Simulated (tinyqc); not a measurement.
Number of periods: periodic multilayer mirror for extreme ultraviolet light.

s polarisation, vacuum above. q_j = sqrt(N_j^2 - sin^2 theta); interface r_jk = (q_j - q_k)/(q_j + q_k) exp(-2 (2 pi/lam)^2 q_j q_k sg^2) (Nevot-Croce; sg = 0 if not given); phase factor of a layer x_j = exp(4 pi i q_j d_j/lam). Each period has the spacer (thickness (1 - Gm) L) on top of the absorber (Gm L). In this recursion R is the amplitude; R in tables and results is the reflectance, its squared modulus. The substrate is of the spacer material. Starting with R = 0 in it, each interface upward gives R -> (r + R x)/(1 + r R x), x that of the layer below the interface (1 for the substrate).

Inputs chosen for the exercise (optical constants near those of Mo and Si at 13.5 nm; not measured data): lam = 13.5 nm (wavelength); dA = (0.0795, 0.00645) (delta and beta of the absorber, N = 1 - delta + i beta); dS = (0.0008, 0.00189) (delta and beta of the spacer and the substrate); L = 6.99 nm (period); Gm = 0.46 (absorber share of the period); theta = 0 degrees (angle from the normal); sg = 0.3 nm (interface roughness).

The last column sets both beta to zero.

Reflectance:
```
periods      R  R without absorption
5        0.121                 0.137
10       0.342                 0.423
15       0.517                 0.676
20       0.621                 0.835
40       0.717                 0.992
50       0.721                 0.998
60       0.722                 1.000
80       0.722                 1.000
100      0.722                 1.000
```

Give the missing row, periods = 30.

Computed row:
```
periods      R  R without absorption
30       0.700                 0.962
```

R reaches 0.717 at 40 periods and 0.722 at 100; it stays within 0.01 of the last value from 40 periods on. Without absorption the last value is 1.000: absorption, not the count of layers, caps the mirror, and the roughness, which weakens each reflection, lowers that cap further.

Run: tinyqc, `OMP_NUM_THREADS=1 python tinyqc.py 1650734 1650735 out.jsonl`; Intel(R) Xeon(R) Processor @ 2.30GHz, one thread, shared host; about 0.01 s of CPU time with all checks.
